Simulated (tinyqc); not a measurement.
Inside a calculation. Method: Hueckel theory of the pi electrons, for the molecule O=C1C=CC(=O)C=C1 (SMILES; centres numbered as the heavy atoms are written). One step of it, computed by the program tinyqc.

Task: Orbitals. Diagonalise; E = alpha + x beta with beta < 0, so the largest x are filled first; degenerate levels share their electrons. P = sum n_i c_ri c_si; each orbital has its largest coefficient positive (the first on a tie).

Hueckel matrix in units of beta (H = alpha + beta A), order 1O, 2C, 3C, 4C, 5C, 6O, 7C, 8C:
```
[[1.110000, 0.920000, 0.000000, 0.000000, 0.000000, 0.000000, 0.000000, 0.000000],
 [0.920000, 0.000000, 1.000000, 0.000000, 0.000000, 0.000000, 0.000000, 1.000000],
 [0.000000, 1.000000, 0.000000, 1.000000, 0.000000, 0.000000, 0.000000, 0.000000],
 [0.000000, 0.000000, 1.000000, 0.000000, 1.000000, 0.000000, 0.000000, 0.000000],
 [0.000000, 0.000000, 0.000000, 1.000000, 0.000000, 0.920000, 1.000000, 0.000000],
 [0.000000, 0.000000, 0.000000, 0.000000, 0.920000, 1.110000, 0.000000, 0.000000],
 [0.000000, 0.000000, 0.000000, 0.000000, 1.000000, 0.000000, 0.000000, 1.000000],
 [0.000000, 1.000000, 0.000000, 0.000000, 0.000000, 0.000000, 1.000000, 0.000000]]
```

pi electrons, sum of z_r less the charge = 8

Give: x values; occupations; coefficients; charge and bond-order matrix P.

Result:

x values: [2.2821, 1.8484, 1.0763, 1.0000, 0.3550, -1.0000, -1.2484, -2.0934]

occupations: [2.0000, 2.0000, 2.0000, 2.0000, 0.0000, 0.0000, 0.0000, 0.0000]

coefficients, order 1O, 2C, 3C, 4C, 5C, 6O, 7C, 8C:
```
[[0.3298, 0.5266, 0.5849, 0.0000, 0.4558, 0.0000, -0.2217, -0.1223],
 [0.4201, 0.4227, -0.0214, 0.0000, -0.3740, 0.0000, 0.5684, 0.4260],
 [0.3277, 0.1484, -0.2806, 0.5000, -0.2760, 0.5000, -0.2528, -0.3896],
 [0.3277, -0.1484, -0.2806, 0.5000, 0.2760, -0.5000, -0.2528, 0.3896],
 [0.4201, -0.4227, -0.0214, 0.0000, 0.3740, 0.0000, 0.5684, -0.4260],
 [0.3298, -0.5266, 0.5849, 0.0000, -0.4558, 0.0000, -0.2217, 0.1223],
 [0.3277, -0.1484, -0.2806, -0.5000, 0.2760, 0.5000, -0.2528, 0.3896],
 [0.3277, 0.1484, -0.2806, -0.5000, -0.2760, -0.5000, -0.2528, -0.3896]]
```

charge and bond-order matrix P, order 1O, 2C, 3C, 4C, 5C, 6O, 7C, 8C:
```
[[1.4563, 0.6972, 0.0442, -0.2684, -0.1931, 0.3470, -0.2684, 0.0442],
 [0.6972, 0.7112, 0.4128, 0.1619, -0.0034, -0.1931, 0.1619, 0.4128],
 [0.0442, 0.4128, 0.9162, 0.8282, 0.1619, -0.2684, -0.1718, -0.0838],
 [-0.2684, 0.1619, 0.8282, 0.9162, 0.4128, 0.0442, -0.0838, -0.1718],
 [-0.1931, -0.0034, 0.1619, 0.4128, 0.7112, 0.6972, 0.4128, 0.1619],
 [0.3470, -0.1931, -0.2684, 0.0442, 0.6972, 1.4563, 0.0442, -0.2684],
 [-0.2684, 0.1619, -0.1718, -0.0838, 0.4128, 0.0442, 0.9162, 0.8282],
 [0.0442, 0.4128, -0.0838, -0.1718, 0.1619, -0.2684, 0.8282, 0.9162]]
```
